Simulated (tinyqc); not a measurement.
# Changing the binding energy of the fault level E_b

Model: polytypes and stacking faults of a tetrahedral semiconductor in an axial Ising model with couplings up to third neighbours. Computed by tinyqc, a small Python program. Command: `OMP_NUM_THREADS=1 python tinyqc.py 3005446 3005447 out.jsonl polytype sweep`. One thread of a shared host (Intel(R) Xeon(R) Processor @ 2.30GHz), about 0.01 s of CPU time with the checks.

Each double layer has s = +1 or -1 for the sense of its stacking step; E per pair of atoms = E0 - sum_n J_n <s_i s_(i+n)>, n = 1, 2, 3. Hexagonality h = (1 - <s_i s_(i+1)>)/2.

Inputs (values chosen for the exercise, for a model crystal):

| quantity | value | unit |
|---|---|---|
| J1 | -6.31 | meV/pair |
| J2 | -0.328 | meV/pair |
| J3 | 0.085 | meV/pair |
| basal lattice constant a | 3.19 | angstrom |
| in-plane mass m | 0.31 | m0 |
| effective density of states N_c at 300 K | 2.5e+19 | 1/cm^3 |
| electron density n | 2.6e+17 | 1/cm^3 |
| temperature T | 750 | K |

Host polytype: 2H.

fault coefficients k_n:
```
    J1  J2  J3
I1  -2   4  -6
I2  -4   4  -4
E   -6   4  -6
```

Constants: 1 eV/angstrom^2 = 16.02176634 J/m^2; m_0 = 9.1093837015e-31 kg; hbar = 1.054571817e-34 J s; k_B = 1.380649e-23 J/K; k_B = 8.617333262e-05 eV/K.

Method:
- Faults in 2H: the sequences I1 (+), I2 (++), E (+++) are put between perfect repeats; k_n = (layers x C_n of the host) - sum_i s_i s_(i+n). gamma = sum k_n J_n/A, A = (sqrt 3/2) a^2; 1 meV/angstrom^2 = 16.02177 mJ/m^2.
- The fault binds electrons in a two-dimensional band E_b below the conduction edge, g2 = m m0/(pi hbar^2) for one valley. With the Fermi level held by the bulk, eta = ln[n/N_c(T)], N_c(T) = N_c (T/300)^1.5, the grand potential falls by g2 (k_B T)^2 F1(x), x = eta + E_b/(k_B T), F1(x) = integral from 0 to infinity of ln(1 + exp(x - t)) dt; sheet density g2 k_B T ln(1 + e^x). Band bending by the trapped charge is left out, so the gain is an upper bound.
- Net fault energy = gamma of the I2 fault less the electronic gain.

One run for each value:

| binding energy of the fault level E_b (eV) | electronic gain (mJ/m^2) | sheet density (1/cm^2) | net fault energy (mJ/m^2) |
|---|---|---|---|
| 0.050 | 0.00494 | 4.760e+10 | 42.88 |
| 0.071 | 0.00683 | 6.580e+10 | 42.88 |
| 0.093 | 0.00959 | 9.233e+10 | 42.87 |
| 0.110 | 0.01246 | 1.199e+11 | 42.87 |
| 0.140 | 0.01978 | 1.899e+11 | 42.86 |
| 0.160 | 0.02690 | 2.578e+11 | 42.86 |
| 0.180 | 0.03655 | 3.494e+11 | 42.85 |
| 0.200 | 0.04963 | 4.725e+11 | 42.83 |

Over the rows, electronic gain (mJ/m^2) rises from 0.00494 to 0.0496 (exponent d ln y / d ln x 0.93 between the first rows and 2.9 between the last); sheet density (1/cm^2) rises from 4.76e10 to 4.73e11 (exponent d ln y / d ln x 0.92 between the first rows and 2.9 between the last); net fault energy (mJ/m^2) falls from 42.878 to 42.834. The gain grows as exp(E_b/(k_B T)) while the well is empty and as (E_b + eta k_B T)^2 once it is degenerate; thicker faults bind more deeply.
